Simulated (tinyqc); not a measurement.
Pariser-Parr-Pople SCF with singles CI, for the molecule C=CC=CC=CC=CC=O (SMILES; centres numbered as the heavy atoms are written), step by step. One step of it, computed by the program tinyqc.

Task: Singles CI, singlets. Over the 9 single excitations with the smallest orbital gaps: A = (e_a - e_i) delta + 2 (ia|jb) - (ij|ab), with (pq|rs) = sum c_mp c_mq gamma_mn c_nr c_ns. f = 2/3 w |mu|^2 in atomic units, mu = sqrt2 sum c_ia sum_m c_mi c_ma R_m.

orbital energies (eV): -13.408748  -12.891496  -11.950743  -10.530451  -8.732025  -3.650670  -1.895366  -0.379149  0.722042  1.339093

coefficients:
```
          MO1        MO2        MO3        MO4        MO5        MO6        MO7        MO8
1C   0.090376  -0.203959   0.325650   0.414872   0.399421   0.345697   0.420110   0.363850
2C   0.163702  -0.333022   0.432247   0.375479   0.188630  -0.107977  -0.306860  -0.427337
3C   0.244293  -0.409004   0.309158  -0.081260  -0.394424  -0.392530  -0.226304   0.179839
4C   0.304835  -0.389661   0.049927  -0.378711  -0.336090   0.212468   0.423848   0.141331
5C   0.360972  -0.274788  -0.280976  -0.319615   0.302105   0.393760  -0.130869  -0.412150
6C   0.385537  -0.106448  -0.416931   0.018546   0.415317  -0.299354  -0.253073   0.394091
7C   0.398976   0.108218  -0.326675   0.402707  -0.147650  -0.350173   0.399566  -0.087869
8C   0.371050   0.263385  -0.079474   0.360774  -0.409561   0.350839  -0.095312  -0.235092
9C   0.353785   0.399639   0.254346  -0.075464  -0.058466   0.291121  -0.398432   0.428478
10O  0.333867   0.448044   0.422540  -0.369253   0.282207  -0.307394   0.299711  -0.246823

           MO9       MO10
1C    0.257087  -0.134350
2C   -0.394172   0.234701
3C    0.416175  -0.323182
4C   -0.324830   0.382217
5C    0.111301  -0.409138
6C    0.108431   0.415502
7C   -0.318940  -0.383014
8C    0.428971   0.342459
9C   -0.392152  -0.245853
10O   0.190133   0.108957
```

repulsion gamma_rs (eV), lower triangle:
```
            1C         2C         3C         4C         5C         6C         7C         8C
1C   11.130000
2C    5.346094  11.130000
3C    3.872817   5.345652  11.130000
4C    2.881209   3.871757   5.345320  11.130000
5C    2.343878   2.880849   3.871757   5.345652  11.130000
6C    1.947042   2.343871   2.881307   3.872798   5.347056  11.130000
7C    1.680651   1.946855   2.343871   2.881413   3.872798   5.345652  11.130000
8C    1.467921   1.680452   1.946806   2.343871   2.881307   3.871757   5.345320  11.130000
9C    1.309859   1.467810   1.680452   1.946855   2.343871   2.880849   3.871757   5.345652
10O   1.197218   1.334129   1.498470   1.720818   2.001155   2.422744   3.001306   4.092964

            9C        10O
9C   11.130000
10O   5.774866  15.200000
```

Centres (angstrom, eV; a flat drawing with bonds scaled to 1.40 angstrom):
```
centre          x          y  core charge z          W   gamma_rr
1C      -5.461000  -0.254000              1  11.160000  11.130000
2C      -4.237000   0.425000              1  11.160000  11.130000
3C      -3.037000  -0.296000              1  11.160000  11.130000
4C      -1.812000   0.382000              1  11.160000  11.130000
5C      -0.612000  -0.339000              1  11.160000  11.130000
6C       0.612000   0.339000              1  11.160000  11.130000
7C       1.812000  -0.382000              1  11.160000  11.130000
8C       3.037000   0.296000              1  11.160000  11.130000
9C       4.237000  -0.425000              1  11.160000  11.130000
10O      5.461000   0.254000              1  17.700000  15.200000
```

Give: singlet CI matrix; singlet excitation energies; oscillator strengths.

Result:

singlet CI matrix (eV), lower triangle:
```
         5>6      5>7      4>6      3>6      5>8     4>7      2>6      5>9
5>6   3.0926
5>7   0.0918   4.5802
4>6  -0.0385   0.2864   4.6855
3>6   0.0853  -0.1241  -0.0200   5.8794
5>8   0.0012  -0.0096   0.1893   0.3805   5.8575
4>7  -0.3492   0.1662  -0.0930  -0.0170  -0.0742  6.3084
2>6   0.0358   0.0060  -0.1809   0.0568   0.1053  0.0694   6.6939
5>9  -0.0058   0.1138  -0.0959   0.1994  -0.0424  0.0390  -0.3928   6.7925
1>6   0.0308  -0.0186  -0.0458   0.2090  -0.0465  0.0278   0.1254  -0.0461

        1>6
1>6  6.9626
```

singlet excitation energies (eV): 3.0408  4.3065  4.8676  5.4852  6.1094  6.4028  6.4592  6.9730  7.2083

oscillator strengths: 2.2981  0.1335  0.0028  0.0083  0.0895  0.0566  0.1336  0.0222  0.0169
